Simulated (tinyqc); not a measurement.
# Worked calculation: resonant-tunnelling diode, transfer matrices and Tsu-Esaki current

Numbers from tinyqc (`OMP_NUM_THREADS=1 python tinyqc.py 2600056 2600057 out.jsonl`; about 0.08 s on one thread of a shared Intel Xeon 2.30GHz). Printed values are rounded.

Emitter (band edge 0), barrier d1, well Lw, barrier d2, collector (edge -V). The bias drops linearly over these layers and none in the contacts; each layer is cut into ns equal slices, flat at the value of their centres. E is the energy of motion across the layers, C = hbar^2/(2 m0), psi and psi'/m are continuous. Transport is coherent, T(E) is taken as independent of the transverse momentum, and charge in the well is ignored.

Parameters, values chosen for the exercise; masses and offsets of a made-up heterostructure: temperature T = 300 K; mass in the well, spacer and contacts mw = 0.25 m0; barrier height U1 = 1 eV; barrier mass m1 = 0.5 m0; emitter barrier d1 = 0.8 nm; well width Lw = 1.9 nm; collector barrier d2 = 0.8 nm; slices in each layer ns = 1; Fermi energy of both contacts above their band edges Ef = 0.14 eV; bias of the collector V = 0.15 V; trial energy E = 0.09429 eV.

Constants: q = 1.602176634e-19 C, kB = 1.380649e-23 J/K, hbar = 1.054571817e-34 J s, m0 = 9.1093837015e-31 kg, Vt = kB T/q, hbar^2/(2 m0) = 0.0380998212 eV nm^2. Results are converted to the units shown.

## Slices under bias

U = edge of the layer - V x/Lt at the centre x of each slice, Lt the summed thickness.

```
slice,U (eV),m (m0),width (nm)
0,0.9828571,0.5,0.8
1,-0.0750000,0.25,1.9
2,0.8671429,0.5,0.8
```

## Running product of the slice matrices at the trial energy

For the pair (psi, psi'/m) a flat layer has M = [[cos kd, (m/k) sin kd], [-(k/m) sin kd, cos kd]] with k = sqrt(m (E - U)/C) above its edge U, and M = [[cosh Kd, (m/K) sinh Kd], [(K/m) sinh Kd, cosh Kd]] with K = sqrt(m (U - E)/C) below it. Later slices stand to the left. With M acting on (psi, psi'/m) and v = k/m in each lead, T(E) = 4 vL vR/[(vL vR M12 - M21)^2 + (vR M11 + vL M22)^2]. vL = sqrt(mw E/C)/mw, vR = sqrt(mw (E + V)/C)/mw.

Product after each layer:
```
,M11,M12 (nm),M21 (1/nm),M22
barrier d1,7.713275,1.119849,52.23440,7.713275
well,8.025624,1.193127,-51.39123,-7.515463
barrier d2,0.3564475,0.1772160,-5.751569,-0.05406113
```

T(E) = 0.8363223

## Transmission at three energies near the peak

three energies (eV): [0.092956, 0.093886, 0.094816]

The same product at each energy.

T(E) at these energies: [0.3755144, 0.8805238, 0.5234760]

## Breit-Wigner parameters from a parabola through 1/T(E)

Near a resonance 1/T(E) = (1/Tp) [1 + (2 (E - Er)/G)^2]. With y = 1/T(E) at E0 - h, E0, E0 + h: a = (y1 + y3 - 2 y2)/(2 h^2), b = (y3 - y1)/(2 h), Er = E0 - b/(2 a), 1/Tp = y2 - b^2/(4 a), G = 2 sqrt(1/(Tp a)), tau = hbar/G.

Er = 0.09403805 eV
Tp = 0.9050413
G = 1.822411 meV
tau = 361.1766 fs

The true maximum of T(E) lies at 0.094031 eV with height 0.9028 and full width 1.832 meV; the fitted G is 0.51 % below that width.

## Current from the resonance alone

J = J0 times the integral over E > 0 of T(E) N(E), N = ln[(1 + exp((Ef - E)/Vt))/(1 + exp((Ef - V - E)/Vt))], J0 = q^2 mw m0 kB T/(2 pi^2 hbar^3) (times 1e-4 for A/cm^2 per eV). For a sharp resonance J = J0 (pi G/2) Tp N(Er), with Er the peak energy, Tp the peak transmission and G the full width at half maximum (in eV). The three values given are estimates from a parabola through three points of 1/T(E).

J0 = 1.045914e8 A/(cm^2 eV)
N(Er) = 1.916315
J = 519.2751 kA/cm^2

The full integral over T(E) gives 514.4 kA/cm^2; the value above is 0.95 % above it. With the exact position, height and width of the peak (Er = 0.094031 eV, Tp = 0.9028, G = 1.832 meV) the formula is 1.2 % above it.
